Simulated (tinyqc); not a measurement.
Against the Fermi level: single-band model of a thermoelectric material. Computed by tinyqc, a small Python program. Command: `OMP_NUM_THREADS=1 python tinyqc.py 3010071 3010072 out.jsonl thermo walk`. One thread of a shared host (Intel(R) Xeon(R) Processor @ 2.30GHz), about 0.01 s of CPU time with the checks.

One spherical band, one scattering law, no minority carriers and no phonon drag. In a real material minority carriers limit |S| to about E_g/(2 e T), so larger values are formal. eta = E_F/(k_B T) is counted from the band edge; f = 1/(1 + exp(x - eta)).

Inputs (values chosen for the exercise, for a model material): density-of-states mass m = 1 m_0; mobility parameter mu_300 = 420 cm^2/(V s); temperature exponent p = 1.5; lattice thermal conductivity kappa_L = 0.83 W/(m K); temperature T = 450 K.

Band: parabolic. Scattering: constant relaxation time, r = 0.

Constants: k_B = 8.617333262e-05 eV/K; e = 1.602176634e-19 C; m_0 = 9.1093837015e-31 kg; k_B = 1.380649e-23 J/K; hbar = 1.054571817e-34 J s.

Method:
- With x = E/(k_B T), a = alpha k_B T (0 for a parabolic band), G = x (1 + a x), D = 1 + 2 a x and <y> = int y f (1 - f) dx, f = 1/(1 + exp(x - eta)): tau = tau_0 G^r/D; transport function s = G^(3/2 + r)/D^2; n = N_0 <G^(3/2)> with N_0 = (2 m k_B T)^(3/2)/(3 pi^2 hbar^3).
- Integrals over x = E/(k_B T) use 160 Gauss-Legendre points in u = sqrt(x) from 0 to sqrt(max(eta, 0) + 32).
- sigma = e mu_0 N_0 <s> with mu_0 = e tau_0/m = mu_300 (T/300 K)^(-p); |S| = (k_B/e)(<x s>/<s> - eta); Lorenz number L = (k_B/e)^2 (<x^2 s>/<s> - (<x s>/<s>)^2); kappa_e = L sigma T; zT = S^2 sigma T/(kappa_L + kappa_e).

The same material at other dopings:
```
eta  n (1/cm^3)  |S| (microvolt/K)  sigma (S/cm)  power factor (microwatt/(cm K^2))      zT
-4   8.3895e+17             560.82    3.0730e+01                               9.67  0.5083
-3   2.2559e+18             475.82    8.2630e+01                              18.71  0.9362
-2   5.9608e+18             392.69    2.1834e+02                              33.67  1.4950
-1   1.5112e+19             314.01    5.5352e+02                              54.58  1.8909
0    3.5274e+19             244.17    1.2920e+03                              77.03  1.7836
1    7.2638e+19             187.59    2.6607e+03                              93.63  1.3219
2    1.3018e+20             145.45    4.7682e+03                             100.87  0.8725
4    3.0019e+20              94.03    1.0996e+04                              97.21  0.3773
6    5.2770e+20              67.13    1.9329e+04                              87.11  0.1903
10   1.1103e+21              41.74    4.0670e+04                              70.86  0.0722
```

What follows from these numbers?

|S| falls and sigma rises with eta, so their product S^2 sigma peaks: among these rows at eta = 2, and zT at eta = -1, where |S| = 314 microvolt/K. zT stays above 90 % of its best row from n = 1.5e19 to 3.5e19 per cm^3.

Extremes, crossings and ranges named in words are read from the listed rows.
